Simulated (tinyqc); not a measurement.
Energy conservation against the time step: molecular dynamics of a small cluster by velocity Verlet steps. Computed by tinyqc, a small Python program. Command: `OMP_NUM_THREADS=1 python tinyqc.py 3002197 3002198 out.jsonl verlet walk`. One thread of a shared host (Intel(R) Xeon(R) Processor @ 2.30GHz), about 0.08 s of CPU time with the checks.

E = sum_i {sum_j A exp(-p (r_ij/r0 - 1)) - xi sqrt(rho_i)}, rho_i = sum_j exp(-2 q (r_ij/r0 - 1)); the force on i is -sum_j w_ij (R_i - R_j)/r_ij with w_ij = -(2p/r0) A exp(-p (r_ij/r0 - 1)) + (xi q/r0) exp(-2 q (r_ij/r0 - 1)) (rho_i^(-1/2) + rho_j^(-1/2)).

Inputs (values chosen for the exercise, for model atoms):
```
quantity       value      unit
length r0       2.46  angstrom
repulsion A     0.13        eV
hopping xi      1.85        eV
decay p         11.8         -
decay q         2.88         -
atomic mass M    157         u
time step dt       3        fs
steps            100         -
```

Potential: Gupta.

starting positions (angstrom):
```
            x     y      z
atom 1   0.02  0.02  -0.01
atom 2   2.29     0  -0.04
atom 3   2.27  2.27      0
atom 4  -0.06   2.3   0.01
atom 5   1.08  1.15   1.64
atom 6   1.15  1.12  -1.61
```

starting velocities (angstrom/fs):
```
               x         y         z
atom 1   -0.0011   0.00094  -0.00128
atom 2    -5e-05   0.00178     8e-05
atom 3   0.00037  -0.00028   0.00141
atom 4   0.00134  -0.00281   0.00087
atom 5  -0.00025     3e-05  -0.00152
atom 6  -0.00031   0.00034   0.00044
```

Constants: 1 eV/(angstrom u) = 9.648533212e-03 angstrom/fs^2; k_B = 8.617333262e-05 eV/K.

Method:
- Relax the cluster, diagonalise the Hessian (central differences): omega_max = sqrt(c lambda_max/M). Verlet steps are stable for omega_max dt < 2.
- Velocity Verlet: a = c F/M with c = 9.648533212e-3 angstrom/fs^2 per eV/(angstrom u); R(new) = R + v dt + a dt^2/2; v(new) = v + (a + a(new)) dt/2. Kinetic energy K = M v^2/(2c); temperature T = 2K/((3N - 3) k_B), rotation of the cluster included.
- Runs without thermostat over the same span of time, steps x dt; spread = largest minus smallest value. For contrast, the energy gained over the first 30 dt (dt of the inputs) by explicit Euler steps: R(new) = R + v dt, v(new) = v + a dt.

omega_max dt = 0.146002

Energy error (eV):
```
dt (fs)  omega_max dt  Verlet, spread of U + K  Euler, gain in U + K
0.375         0.01825               6.4990e-06               0.01078
0.750         0.03650               2.5996e-05               0.02221
1.500         0.07300               1.0400e-04               0.04723
3.000         0.14600               4.1642e-04               0.10698
6.000         0.29200               1.6864e-03               0.27535
9.000         0.43801               3.7433e-03               0.52854
```

What does the comparison show, and why?

The Verlet error grows as dt^2.00 between the first rows, the second order of the method. Euler steps gain energy steadily: over that short span the gain in the first row is already 1700 times the Verlet spread of the whole run, and it grows as dt^1.04, tending to the first order of that method as dt shrinks.

Extremes, crossings and ranges named in words are read from the listed rows.
